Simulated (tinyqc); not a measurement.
# On-chip power grid, static voltage drop by conjugate gradients, step by step

Program tinyqc, `OMP_NUM_THREADS=1 python tinyqc.py 2770151 2770152 out.jsonl`; Intel Xeon 2.30GHz, shared host, one thread, about 0.2 s. Printed values are rounded.

A grid of 3 rows and 3 columns, node k = 3 row + column. Neighbours in a row are joined by Rx, in a column by Ry; pad nodes, which reach the supply through Rp: 0, 2, 6, 8. Each node draws I0, node 0 draws kh I0. The drops u = Vdd - V solve G u = i, with G the conductance matrix (1/Rp added on the diagonal at pad nodes).

Inputs (values chosen for the exercise): supply voltage Vdd = 0.75 V; resistance of a horizontal segment Rx = 0.58 ohm; resistance of a vertical segment Ry = 1.4 ohm; resistance from a pad node to the supply Rp = 0.34 ohm; load current of an ordinary node I0 = 6 mA; factor on the load at the hot node kh = 3.

## Diagonal of G, loads and first direction

G_kk = sum of the conductances at node k. Start u = 0, so the residual is r = i; p = r.

G_kk (S):

|  | col 0 | col 1 | col 2 |
|---|---|---|---|
| row 0 | 5.379600 | 4.162562 | 5.379600 |
| row 1 | 3.152709 | 4.876847 | 3.152709 |
| row 2 | 5.379600 | 4.162562 | 5.379600 |

r at the start (mA):

|  | col 0 | col 1 | col 2 |
|---|---|---|---|
| row 0 | 18 | 6 | 6 |
| row 1 | 6 | 6 | 6 |
| row 2 | 6 | 6 | 6 |

p at the start (mA):

|  | col 0 | col 1 | col 2 |
|---|---|---|---|
| row 0 | 18 | 6 | 6 |
| row 1 | 6 | 6 | 6 |
| row 2 | 6 | 6 | 6 |

## Iteration 1: conjugate-gradient step

u at the start (mV):

|  | col 0 | col 1 | col 2 |
|---|---|---|---|
| row 0 | 0 | 0 | 0 |
| row 1 | 0 | 0 | 0 |
| row 2 | 0 | 0 | 0 |

q = G p; a = (r.r)/(p.q); u(new) = u + a p; r(new) = r - a q; b = (r.r)(new)/(r.r); p(new) = r(new) + b p.

q (mA S):

|  | col 0 | col 1 | col 2 |
|---|---|---|---|
| row 0 | 82.20226 | -20.68966 | 17.64706 |
| row 1 | -8.57143 | 0.00000 | 0.00000 |
| row 2 | 17.64706 | 0.00000 | 17.64706 |

a = 0.3773768 ohm

u after iteration 1 (mV):

|  | col 0 | col 1 | col 2 |
|---|---|---|---|
| row 0 | 6.792783 | 2.264261 | 2.264261 |
| row 1 | 2.264261 | 2.264261 | 2.264261 |
| row 2 | 2.264261 | 2.264261 | 2.264261 |

r after iteration 1 (mA):

|  | col 0 | col 1 | col 2 |
|---|---|---|---|
| row 0 | -13.02123 | 13.80780 | -0.65959 |
| row 1 | 9.23466 | 6.00000 | 6.00000 |
| row 2 | -0.65959 | 6.00000 | -0.65959 |

b = 0.9065224

p after iteration 1 (mA):

|  | col 0 | col 1 | col 2 |
|---|---|---|---|
| row 0 | 3.29618 | 19.24693 | 4.77954 |
| row 1 | 14.67379 | 11.43913 | 11.43913 |
| row 2 | 4.77954 | 11.43913 | 4.77954 |

## Iteration 2: conjugate-gradient step

As before.

q (mA S):

|  | col 0 | col 1 | col 2 |
|---|---|---|---|
| row 0 | -25.93354 | 58.02207 | -15.64314 |
| row 1 | 20.77119 | -11.15399 | 9.51370 |
| row 2 | -4.49189 | 22.96411 | -2.18142 |

a = 0.3765586 ohm

u after iteration 2 (mV):

|  | col 0 | col 1 | col 2 |
|---|---|---|---|
| row 0 | 8.033986 | 9.511859 | 4.064039 |
| row 1 | 7.789804 | 6.571766 | 6.571766 |
| row 2 | 4.064039 | 6.571766 | 4.064039 |

r after iteration 2 (mA):

|  | col 0 | col 1 | col 2 |
|---|---|---|---|
| row 0 | -3.25573 | -8.04092 | 5.23097 |
| row 1 | 1.41309 | 10.20013 | 2.41753 |
| row 2 | 1.03187 | -2.64733 | 0.16184 |

b = 0.4012361

p after iteration 2 (mA):

|  | col 0 | col 1 | col 2 |
|---|---|---|---|
| row 0 | -1.93319 | -0.31835 | 7.14869 |
| row 1 | 7.30074 | 14.78993 | 7.00733 |
| row 2 | 2.94960 | 1.94246 | 2.07957 |

## Iteration 3: conjugate-gradient step

As before.

q (mA S):

|  | col 0 | col 1 | col 2 |
|---|---|---|---|
| row 0 | -15.06570 | -20.88165 | 34.00077 |
| row 1 | -3.20876 | 46.29905 | -9.99942 |
| row 2 | 7.30376 | -11.14959 | 2.83294 |

a = 0.2541488 ohm

u after iteration 3 (mV):

|  | col 0 | col 1 | col 2 |
|---|---|---|---|
| row 0 | 7.54267 | 9.43095 | 5.88087 |
| row 1 | 9.64528 | 10.33061 | 8.35267 |
| row 2 | 4.81368 | 7.06544 | 4.59256 |

r after iteration 3 (mA):

|  | col 0 | col 1 | col 2 |
|---|---|---|---|
| row 0 | 0.573200 | -2.733868 | -3.410287 |
| row 1 | 2.228591 | -1.566717 | 4.958876 |
| row 2 | -0.824371 | 0.186323 | -0.558146 |

b = 0.2357123

p after iteration 3 (mA):

|  | col 0 | col 1 | col 2 |
|---|---|---|---|
| row 0 | 0.117524 | -2.808907 | -1.725251 |
| row 1 | 3.949466 | 1.919451 | 6.610589 |
| row 2 | -0.129115 | 0.644185 | -0.067966 |

## Course of the conjugate-gradient iteration

Stop when |r| is below 1e-9 mA.

Course of the iteration:

| iteration | largest u (mV) | \|r\| (mA) |
|---|---|---|
| 1 | 6.792783 | 23.6 |
| 2 | 9.511859 | 14.9 |
| 3 | 10.33061 | 7.24 |
| 4 | 10.85084 | 1.63 |
| 5 | 10.93601 | 0.453 |
| 6 | 10.94815 | 0.186 |
| 7 | 10.93439 | 7.27e-3 |
| 8 | 10.93490 | 2.37e-3 |
| 9 | 10.93485 | < 1e-11 |

Converged in 9 iterations for 9 unknowns; in exact arithmetic the method needs at most 9. The condition number of the matrix is 10.2. Gauss-Seidel sweeps in node order need 57 to reach the same residual.

## Worst drop, pad currents and power lost

converged u (mV):

|  | col 0 | col 1 | col 2 |
|---|---|---|---|
| row 0 | 7.52026 | 8.59411 | 5.21822 |
| row 1 | 10.69402 | 10.93485 | 10.15628 |
| row 2 | 4.88646 | 7.33620 | 4.81506 |

Pad current u/Rp; worst drop as a share of Vdd; power lost in the grid and pads sum_k i_k u_k; power delivered sum_k i_k (Vdd - u_k).

worst drop = 10.93485 mV
share of Vdd = 1.457980 %
pad currents (mA): node 0 22.11842, node 2 15.34769, node 6 14.37194, node 8 14.16194
power lost = 0.5111759 mW
power delivered = 48.98882 mW

The pad currents add up to the total load, 66.00 mA. The worst drop is at node 4, not at the hot node.
